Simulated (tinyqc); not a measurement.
Composition from the perpendicular lattice constant.

Question. The layer is x parts of the first compound and 1 - x of the second, grown coherently on the second as substrate and barrier. Rows of the table: lattice constant a, average valence level Ea on an absolute scale, spin-orbit splitting so, gaps at Gamma, X and L, hydrostatic deformation potentials av and ac (Gamma), shear potential b, elastic constants, electron and heavy-hole (along z) masses. All are interpolated linearly in x; gaps get -C x (1 - x), taken wholly in the conduction band; real line-ups can differ from this model by 0.1 eV or more. In-plane strain e = (a_substrate - a)/a, e_z = -2 (c12/c11) e, volume change 2 e + e_z. X-ray diffraction gives a_z = a (1 + e_z) of the coherent layer. Find x, e and the relaxed Gamma gap.

Parameters, values chosen for the exercise: bowing of the Gamma gap CG = 0.1 eV; bowing of the X gap CX = 0.27 eV; bowing of the L gap CL = 0.27 eV.

Binary compounds, values chosen for the exercise:

|  | close to InAs | close to InP |
|---|---|---|
| a (angstrom) | 6.058 | 5.869 |
| Ea (eV) | -6.67 | -7.04 |
| so (eV) | 0.378 | 0.11 |
| EG (eV) | 0.353 | 1.35 |
| EX (eV) | 1.37 | 2.17 |
| EL (eV) | 1.08 | 1.9 |
| av (eV) | 1.01 | 1.28 |
| ac (eV) | -5.14 | -5 |
| b (eV) | -1.83 | -1.72 |
| c11 (GPa) | 83 | 102 |
| c12 (GPa) | 45.1 | 56.9 |
| me (m0) | 0.0231 | 0.0806 |
| mh (m0) | 0.331 | 0.53 |

lattice constant along the growth direction = 5.98059398 angstrom

Answer. a_z changes steadily with x, about (1 + 2 c12/c11) times as fast as the relaxed lattice constant, so one composition matches.

x = 0.280
e = -0.894 %
relaxed Gamma gap = 1.05 eV

Numbers from tinyqc (`OMP_NUM_THREADS=1 python tinyqc.py 2690097 2690098 out.jsonl`; about 0.01 s on one thread of a shared Intel Xeon 2.30GHz).
